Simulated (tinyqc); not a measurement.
# Worked calculation: capacitance of parallel on-chip lines from Laplace's equation on a mesh

Program tinyqc, `OMP_NUM_THREADS=1 python tinyqc.py 2790191 2790192 out.jsonl`; Intel Xeon 2.30GHz, shared host, one thread, about 0.7 s. Printed values are rounded.

Cross-section of an endless row of equal lines between two grounded planes; neighbours are driven in antiphase (+1 V and -1 V), so the plane midway between two lines is at 0 V. By symmetry one quarter is solved: x runs from the centre of a line (column 0, mirror) to that midplane (column 3, 0 V), y from the mid-height of the line (row 0, mirror) to the ground plane (row 4, 0 V). The line fills columns 0 to 1 and rows 0 to 2 at 1 V. Cells beside the line (below row 2) have e2, cells above have e1. Each link between nodes has the conductance g = mean permittivity of the two cells beside it (a cell beyond a mirror counts as 0), and the free nodes obey sum g (V_neighbour - V) = 0.

Parameters, values chosen for the exercise: relative permittivity above and below the lines e1 = 2.7; relative permittivity between the lines e2 = 2.4; over-relaxation factor om = 1.4.

Constants: eps0 = 8.8541878128e-12 F/m. Results are converted to the units shown.

## Link conductances

gx[j, i] joins node (row j, column i) to column i + 1, gy[j, i] to row j + 1.

gx:

|  | col 0 | col 1 | col 2 |
|---|---|---|---|
| row 0 | 1.2 | 1.2 | 1.2 |
| row 1 | 2.4 | 2.4 | 2.4 |
| row 2 | 2.55 | 2.55 | 2.55 |
| row 3 | 2.7 | 2.7 | 2.7 |
| row 4 | 1.35 | 1.35 | 1.35 |

gy:

|  | col 0 | col 1 | col 2 | col 3 |
|---|---|---|---|---|
| row 0 | 1.2 | 2.4 | 2.4 | 1.2 |
| row 1 | 1.2 | 2.4 | 2.4 | 1.2 |
| row 2 | 1.35 | 2.7 | 2.7 | 1.35 |
| row 3 | 1.35 | 2.7 | 2.7 | 1.35 |

## Iteration 1: relaxation sweep

V at the start (V):

|  | col 0 | col 1 | col 2 | col 3 |
|---|---|---|---|---|
| row 0 | 1 | 1 | 0 | 0 |
| row 1 | 1 | 1 | 0 | 0 |
| row 2 | 1 | 1 | 0 | 0 |
| row 3 | 0 | 0 | 0 | 0 |
| row 4 | 0 | 0 | 0 | 0 |

One sweep visits the free nodes row by row from row 0, left to right, and replaces V by V + om (weighted mean of the neighbours - V), using new values at once.

V after sweep 1 (V):

|  | col 0 | col 1 | col 2 | col 3 |
|---|---|---|---|---|
| row 0 | 1.000000 | 1.000000 | 0.350000 | 0.000000 |
| row 1 | 1.000000 | 1.000000 | 0.472500 | 0.000000 |
| row 2 | 1.000000 | 1.000000 | 0.505647 | 0.000000 |
| row 3 | 0.350000 | 0.472500 | 0.342351 | 0.000000 |
| row 4 | 0.000000 | 0.000000 | 0.000000 | 0.000000 |

## Iteration 2: relaxation sweep

As before.

V after sweep 2 (V):

|  | col 0 | col 1 | col 2 | col 3 |
|---|---|---|---|---|
| row 0 | 1.000000 | 1.000000 | 0.540750 | 0.000000 |
| row 1 | 1.000000 | 1.000000 | 0.527239 | 0.000000 |
| row 2 | 1.000000 | 1.000000 | 0.448291 | 0.000000 |
| row 3 | 0.540750 | 0.470086 | 0.184491 | 0.000000 |
| row 4 | 0.000000 | 0.000000 | 0.000000 | 0.000000 |

## Course of the relaxation

Stop when no node changes by 1e-7 V. C = 4 eps0 sum g (difference of V along the link)^2, in aF/um.

Course of the iteration:

| sweep | C (aF/um) | largest change (V) |
|---|---|---|
| 1 | 214.3574 | 0.506 |
| 2 | 203.6922 | 0.191 |
| 3 | 201.0642 | 0.0816 |
| 4 | 200.6971 | 0.0291 |
| 5 | 200.5869 | 0.0307 |
| 6 | 200.5665 | 9.75e-3 |
| 7 | 200.5636 | 5.00e-3 |
| 8 | 200.5631 | 1.56e-3 |
| 9 | 200.5631 | 4.87e-4 |
| 10 | 200.5631 | 1.42e-4 |
| 11 | 200.5630 | 6.09e-5 |
| 12 | 200.5630 | 5.74e-5 |
| 13 | 200.5630 | 1.62e-5 |
| 14 | 200.5630 | 6.30e-6 |
| 15 | 200.5630 | 5.38e-6 |
| 16 | 200.5630 | 1.41e-6 |
| 17 | 200.5630 | 2.90e-7 |
| 18 | 200.5630 | 1.84e-7 |
| 19 | 200.5630 | 5.73e-8 |

Converged in 19 sweeps. Over the last four sweeps the change shrinks by about 0.32 a sweep. C comes down from above, since the solution minimises the energy.

## Capacitance per length

converged V (V):

|  | col 0 | col 1 | col 2 | col 3 |
|---|---|---|---|---|
| row 0 | 1.000000 | 1.000000 | 0.488182 | 0.000000 |
| row 1 | 1.000000 | 1.000000 | 0.476365 | 0.000000 |
| row 2 | 1.000000 | 1.000000 | 0.417276 | 0.000000 |
| row 3 | 0.458357 | 0.416714 | 0.208497 | 0.000000 |
| row 4 | 0.000000 | 0.000000 | 0.000000 | 0.000000 |

C = 4 eps0 sum g (difference of V)^2 over all links (twice the energy of the four quarters, line at 1 V). Plate estimate without fringing: eps0 [2 e1 w/hd + 2 e2 t/(s/2)], w = 2 hx, t = 4 hx, s/2 = 2 hx, hd = 2 hx.

C = 200.5630 aF/um
plate estimate = 132.8128 aF/um

C depends on the shape only, not on the mesh step hx. Meshes 6, 12 and 24 times finer extrapolate (Aitken) to 185.6 aF/um; this mesh is 8.1 % above that, and the plate estimate is 28 % below it.
